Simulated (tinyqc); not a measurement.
From results back to parameters: configuration-coordinate model of carrier capture at a defect. Four cases, with inputs chosen for the exercise.

Problem. For two parabolas of equal curvature the ionisation peak lies at ET + ER, the emission barrier is (ER + ET)^2/(4 ER), and the standard deviation of the band at T = 0 is sqrt(ER hw). The values come from hidden ET, ER and hw.

Find: ET, ER, hw; capture barrier.

Method. ER is the squared peak energy over four times the emission barrier; ET is the rest, hw = variance/ER, and the capture barrier is the emission barrier less ET.

Case 1.

ionisation peak = 1.0600 eV
emission barrier = 0.501607 eV
standard deviation at T = 0 = 0.168997 eV

Solution.

ET, ER, hw (eV): 0.500  0.560  0.051

capture barrier = 0.002 eV

Case 2.

ionisation peak = 0.9400 eV
emission barrier = 0.262976 eV
standard deviation at T = 0 = 0.091652 eV

Solution.

ET, ER, hw (eV): 0.100  0.840  0.010

capture barrier = 0.163 eV

Case 3.

ionisation peak = 1.2700 eV
emission barrier = 0.395319 eV
standard deviation at T = 0 = 0.232508 eV

Solution.

ET, ER, hw (eV): 0.250  1.020  0.053

capture barrier = 0.145 eV

Case 4.

ionisation peak = 0.8700 eV
emission barrier = 0.511419 eV
standard deviation at T = 0 = 0.143944 eV

Solution.

ET, ER, hw (eV): 0.500  0.370  0.056

capture barrier = 0.011 eV

Computed by tinyqc, one run a case: `OMP_NUM_THREADS=1 python tinyqc.py N N+1 out.jsonl` with N = 1482158, 1482202, 1482236, 1482242; one thread of a shared Intel(R) Xeon(R) Processor @ 2.30GHz, about 0.01 s a run at most.
